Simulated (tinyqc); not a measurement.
Tunnelling through a gate dielectric, WKB transmission and Tsu-Esaki current: one step of the calculation.

Electrons leave the emitter at x = 0. Energies E (motion across the layers) are in eV from the emitter Fermi level; the collector Fermi level lies at -V and offers states at every E. No charge in the dielectric and no image force: F1 = V/t1, U = phi1 - F1 x. With C = hbar^2/(2 m0), kappa = sqrt(m (U - E)/C) where U > E and 0 elsewhere; T(E) = exp(-S), S = 2 times the integral of kappa over x.

Task. Current density on a coarse energy grid. Each layer adds (2/F) sqrt(m/C) [G(u at its left edge) - G(u at its right edge)] to S, with u = U - E (0 where negative) and G(u) = (2/3) u^1.5. The slope follows from 1/d = -dS/dE.

J = J0 times the integral of T(E) N(E) dE, N = ln[(1 + exp(-E/Vt))/(1 + exp((-E - V)/Vt))], J0 = q^2 me m0 kB T/(2 pi^2 hbar^3) (times 1e-4 for A/cm^2 per eV), by Simpson's rule on nE equally spaced points from Ea to Eb.

Inputs (values chosen for the exercise); dielectric values close to those of aluminium oxide:
- T = 350 K (temperature)
- Ef = 5 eV (Fermi energy of the emitter above its band bottom)
- me = 0.94 m0 (emitter mass in the supply function)
- phi1 = 2.71 eV (barrier of layer 1 above the emitter Fermi level at zero bias)
- m1 = 0.41 m0 (tunnelling mass of layer 1)
- t1 = 3.2 nm (thickness of layer 1)
- V = 1.6 V (voltage across the dielectric)
- Ea = -0.9 eV (lower end of the energy grid)
- Eb = 0.35 eV (upper end of the energy grid)
- nE = 9 (points of the energy grid)

Constants: q = 1.602176634e-19 C, kB = 1.380649e-23 J/K, hbar = 1.054571817e-34 J s, m0 = 9.1093837015e-31 kg, Vt = kB T/q, hbar^2/(2 m0) = 0.0380998212 eV nm^2. Results are converted to the units shown.

Find: E; T(E); N; T(E) N; J0; J.

Result.

```
point   E (eV)       T(E)         N     T(E) N
0      -0.9000  5.862e-16     29.84  1.749e-14
1      -0.7438  1.599e-15     24.66  3.943e-14
2      -0.5875  4.502e-15     19.48  8.769e-14
3      -0.4313  1.312e-14     14.30  1.876e-13
4      -0.2750  3.976e-14     9.118  3.625e-13
5      -0.1187  1.258e-13     3.957  4.978e-13
6       0.0375  4.183e-13    0.2534  1.060e-13
7       0.1938  1.472e-12  0.001621  2.386e-15
8       0.3500  5.538e-12  9.125e-6  5.054e-17
```

J0 = 4.588e8 A/(cm^2 eV)
J = 9.652e-5 A/cm^2

The integrand peaks at E = -0.119 eV among these points.

Program tinyqc, `OMP_NUM_THREADS=1 python tinyqc.py 2540132 2540133 out.jsonl`; Intel Xeon 2.30GHz, shared host, one thread, about 0.03 s.
